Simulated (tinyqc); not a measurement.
# Electron mobility in a silicon inversion layer, empirical terms and Matthiessen rule: what changes with what

Inversion layer of sheet density Ns on a uniformly doped body. The mobility terms are empirical power laws with prefactors chosen for the exercise; adding their inverses (Matthiessen) is itself an approximation.

Parameters, values chosen for the exercise; material values close to those of silicon: temperature T = 300 K; band gap Eg = 1.14 eV; relative permittivity of the semiconductor eps_r = 11.9; conduction-band density of states at T Nc = 2.83e19 cm^-3; valence-band density of states at T Nv = 2.65e19 cm^-3; body doping Nb = 3.8e17 cm^-3; reverse body bias Vsb = 1 V; weight of the inversion charge in the effective field eta = 0.5; phonon-limited mobility at 1 MV/cm and 300 K Ap = 467 cm^2/(V s); roughness-limited mobility at 1 MV/cm As = 1170 cm^2/(V s); exponent of the roughness term gs = 2; Coulomb prefactor Ac = 3000 cm^2/(V s); charge at the interface Nit = 5.5e10 cm^-2; inversion density Ns = 3.9e12 cm^-2.

Constants: q = 1.602176634e-19 C, kB = 1.380649e-23 J/K, Vt = kB T/q, eps0 = 8.8541878128e-14 F/cm where lengths are in cm. Results are converted to the units shown.

Each table varies one quantity; the others keep the values above.

## Effect of the inversion density

ni = sqrt(Nc Nv) exp(-Eg/(2 Vt)), Eg in volts; Ndep = sqrt(2 eps0 eps_r Nb (2 Vt ln(Nb/ni) + Vsb)/q); E = q (Ndep + eta Ns)/(eps0 eps_r), in MV/cm. With t = T/(300 K): muC = Ac (Ns/1e12 cm^-2) t/(Nb/1e17 cm^-3 + Nit/1e11 cm^-2), muP = Ap E^(-1/3) t^(-1.75), muS = As E^(-gs); 1/mu is the sum of the inverses.

Effect of the inversion density:
```
Ns (cm^-2)  E (MV/cm)  muC (cm^2/(V s))  muP (cm^2/(V s))  muS (cm^2/(V s))  mu (cm^2/(V s))
2e11           0.4861             137.9             593.9              4951            109.5
3.6e11         0.4983             248.3             589.1              4712            168.4
6.3e11         0.5188             434.5             581.2              4347            235.2
1.1e12         0.5545             758.6             568.4              3805            299.4
2e12           0.6230              1379             546.8              3015            346.6
3.6e12         0.7446              2483             515.2              2110            354.9
6.3e12         0.9499              4345             475.1              1297            321.9
1.1e13          1.307              7586             427.1             684.7            254.2
2e13            1.992           1.379e4             371.2             295.0            162.4
```

Read the table: what changes, and by how much?

As Ns goes from 2e11 to 2e13 cm^-2, E rises from 0.486 to 1.99 MV/cm and mu goes from 109 through a maximum of 355 (at Ns = 3.6e12 cm^-2 among the rows listed) to 162 cm^2/(V s). The smallest term is the Coulomb one in the first row and the roughness one in the last. Screening lifts the Coulomb term as Ns grows while the field presses the carriers to the interface, hence the maximum. At Ns = 2e13 cm^-2 E passes 1.5 MV/cm, beyond the usual range of such laws.

## Effect of the reverse body bias

Same model as above.

The same in every row: muC (cm^2/(V s)) = 2690.

Results:
```
Vsb (V)  E (MV/cm)  muP (cm^2/(V s))  muS (cm^2/(V s))  mu (cm^2/(V s))
0           0.6224             547.0              3020            395.1
0.4         0.6869             529.3              2480            375.3
0.8         0.7422             515.8              2124            359.5
1.2         0.7914             504.9              1868            346.3
1.6         0.8360             495.7              1674            334.8
2.4         0.9158             480.9              1395            315.6
```

Estimate the missing row, Vsb = 2 V.

Computed row:
```
Vsb (V)  E (MV/cm)  muP (cm^2/(V s))  muS (cm^2/(V s))  mu (cm^2/(V s))
2           0.8773             487.8              1520            324.7
```

With this row back in the table: As Vsb goes from 0 to 2.4 V, E rises from 0.622 to 0.916 MV/cm and mu falls from 395 to 316 cm^2/(V s). The phonon term is the smallest in the first and the last row.

tinyqc, about 0.01 s, one thread, Intel Xeon 2.30GHz (shared host): `OMP_NUM_THREADS=1 python tinyqc.py 2510096 2510097 out.jsonl`
